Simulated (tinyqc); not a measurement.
Thermodynamics of metal silicides: hull, first phase, silicon consumed, nucleation and stability against SiO2: one step, computed by the program tinyqc. Command: `OMP_NUM_THREADS=1 python tinyqc.py 3001055 3001056 out.jsonl silphase walk`. One thread of a shared host (Intel(R) Xeon(R) Processor @ 2.30GHz), about 0.01 s of CPU time with the checks.

Entropies of formation of the solids are neglected, so heats stand for free energies. Si fractions: M5Si3 0.3750, MSi 0.5000, MSi2 0.6667.

Question. First phase. Effective heat of formation: at the interface the mixture has the Si fraction x_e; the limiting element scales the heat, H_eff = H x_e/x if x_e < x, H (1 - x_e)/(1 - x) otherwise. The rule names the most negative as the first phase; its restriction to congruently melting phases is left out here.

Inputs (values chosen for the exercise, of the order of those of tungsten silicides for heats and volumes only): heat of formation of M5Si3 = -16.5 kJ/mol atoms; heat of formation of MSi = -14.8 kJ/mol atoms; heat of formation of MSi2 = -26.7 kJ/mol atoms; Si fraction x_e at the lowest liquidus = 0.44.

Phases: M5Si3, MSi, MSi2.

Give: H_eff; most negative H_eff.

Answer.

H_eff (kJ/mol atoms): M5Si3 -14.784, MSi -13.024, MSi2 -17.622

most negative H_eff = -17.622 kJ/mol atoms

The rule picks MSi2, ahead of M5Si3 by 2.8 kJ/mol. The rule is empirical and ignores nucleation barriers.
